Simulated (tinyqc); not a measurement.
Tunnelling through a gate dielectric with the two-band (Franz) dispersion, WKB transmission and Tsu-Esaki current: one step of the calculation.

Electrons leave the emitter at x = 0. Energies E (motion across the layers) are in eV from the emitter Fermi level; the collector Fermi level lies at -V and offers states at every E. No charge in the dielectric and no image force: F1 = V/t1, U = phi1 - F1 x. With C = hbar^2/(2 m0), kappa = sqrt(m u (1 - u/Egx)/C), u = U - E where U > E and 0 elsewhere; T(E) = exp(-S), S = 2 times the integral of kappa over x.

Question. Current density on a coarse energy grid. Each layer adds (2/F) sqrt(m/C) [G(u at its left edge) - G(u at its right edge)] to S, with u = U - E (0 where negative) and G(u) = Egx^1.5 (th - sin(4 th)/4)/4, th = arcsin sqrt(u/Egx). The slope follows from 1/d = -dS/dE.

J = J0 times the integral of T(E) N(E) dE, N = ln[(1 + exp(-E/Vt))/(1 + exp((-E - V)/Vt))], J0 = q^2 me m0 kB T/(2 pi^2 hbar^3) (times 1e-4 for A/cm^2 per eV), by Simpson's rule on nE equally spaced points from Ea to Eb.

Parameters, values chosen for the exercise; dielectric values close to those of hafnium oxide:

| symbol | value | unit | meaning |
|---|---|---|---|
| T | 300 | K | temperature |
| Ef | 0.47 | eV | Fermi energy of the emitter above its band bottom |
| me | 0.92 | m0 | emitter mass in the supply function |
| phi1 | 1.56 | eV | barrier of layer 1 above the emitter Fermi level at zero bias |
| m1 | 0.2 | m0 | tunnelling mass of layer 1 |
| t1 | 4.6 | nm | thickness of layer 1 |
| Egx | 6.8 | eV | gap parameter of the two-band dispersion, set freely |
| V | 1.8 | V | voltage across the dielectric |
| Ea | -0.47 | eV | lower end of the energy grid |
| Eb | 0.35 | eV | upper end of the energy grid |
| nE | 15 |  | points of the energy grid |

Constants: q = 1.602176634e-19 C, kB = 1.380649e-23 J/K, hbar = 1.054571817e-34 J s, m0 = 9.1093837015e-31 kg, Vt = kB T/q, hbar^2/(2 m0) = 0.0380998212 eV nm^2. Results are converted to the units shown.

Give: E; T(E); N; T(E) N; J0; J.

Answer.

```
point   E (eV)      T(E)         N     T(E) N
0      -0.4700  3.129e-9     18.18   5.688e-8
1      -0.4114  5.224e-9     15.91   8.313e-8
2      -0.3529  9.077e-9     13.65   1.239e-7
3      -0.2943  1.661e-8     11.38   1.891e-7
4      -0.2357  3.325e-8     9.118   3.032e-7
5      -0.1771  7.285e-8     6.853   4.993e-7
6      -0.1186  1.582e-7     4.597   7.273e-7
7      -0.0600  3.406e-7     2.415   8.224e-7
8      -0.0014  7.262e-7    0.7212   5.237e-7
9       0.0571  1.533e-6    0.1041   1.595e-7
10      0.1157  3.203e-6   0.01131   3.624e-8
11      0.1743  6.621e-6  0.001180   7.812e-9
12      0.2329  1.353e-5  1.225e-4   1.657e-9
13      0.2914  2.732e-5  1.271e-5  3.473e-10
14      0.3500  5.450e-5  1.319e-6  7.189e-11
```

J0 = 3.849e8 A/(cm^2 eV)
J = 79.17 A/cm^2

The integrand peaks at E = -0.0600 eV among these points.

tinyqc, about 0.03 s, one thread, Intel Xeon 2.30GHz (shared host): `OMP_NUM_THREADS=1 python tinyqc.py 2540092 2540093 out.jsonl`
